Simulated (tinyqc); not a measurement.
## Donor binding, ionisation and the Mott limit: ionisation against doping

Hydrogenic donor: Ry = (m0 q^3/(8 eps0^2 h^2)) me/eps_r^2 in eV, E0 = cc Ry, radius a = q/(8 pi eps0 eps_r E0), Mott density Nm = (0.26/a)^3. Below Nm the level sinks as Ed = E0 [1 - (N/Nm)^(1/3)]. Neutrality: Nc F12(eta) = N/(1 + 2 exp(eta + Ed/kB T)), F12(x) = (2/sqrt(pi)) int_0^infinity sqrt(u)/(1 + exp(u - x)) du.

The neutrality equation is solved with F12 in each row.

Inputs (values chosen for the exercise); band and dielectric values close to those of germanium:

| symbol | value | unit | meaning |
|---|---|---|---|
| T | 100 | K | temperature |
| eps_r | 16.3 |  | relative permittivity |
| me | 0.122 | m0 | mass in the hydrogenic formula, set independently of Nc |
| Nc | 2.02e18 | cm^-3 | conduction-band density of states at 100 K |
| cc | 1 |  | ratio of the true binding energy to the hydrogenic one |

Constants: q = 1.602176634e-19 C, kB = 1.380649e-23 J/K, eps0 = 8.8541878128e-12 F/m, h = 6.62607015e-34 J s, m0 = 9.1093837015e-31 kg, Vt = kB T/q. Results are converted to the units shown.

Ionisation against doping:

| N (cm^-3) | N/Nm | Ed (meV) | ionised (%) | ionised with Ed = E0 (%) |
|---|---|---|---|---|
| 2.1e13 | 4.2227e-4 | 5.7788 | 99.996 | 99.996 |
| 6.1e13 | 0.0012266 | 5.5787 | 99.988 | 99.988 |
| 1.8e14 | 0.0036194 | 5.2883 | 99.967 | 99.963 |
| 5e14 | 0.010054 | 4.8991 | 99.913 | 99.898 |
| 1.4e15 | 0.028151 | 4.3470 | 99.771 | 99.715 |
| 4.1e15 | 0.082442 | 3.5284 | 99.396 | 99.175 |
| 1.2e16 | 0.24129 | 2.3580 | 98.482 | 97.656 |
| 3.4e16 | 0.68367 | 0.74380 | 96.559 | 93.845 |

Read the table: what changes, and by how much?

The ionised share falls from 100 to 96.6 %, against 100 to 93.8 % for a fixed level: a higher density raises EF against the level, which fills more donors, while the sinking Ed works the other way.

Range of the model: A sharp level with degeneracy 2 overstates freeze-out near Nm, where the impurity band broadens and merges with the conduction band.

tinyqc, about 0.01 s, one thread, Intel Xeon 2.30GHz (shared host): `OMP_NUM_THREADS=1 python tinyqc.py 2330101 2330102 out.jsonl`
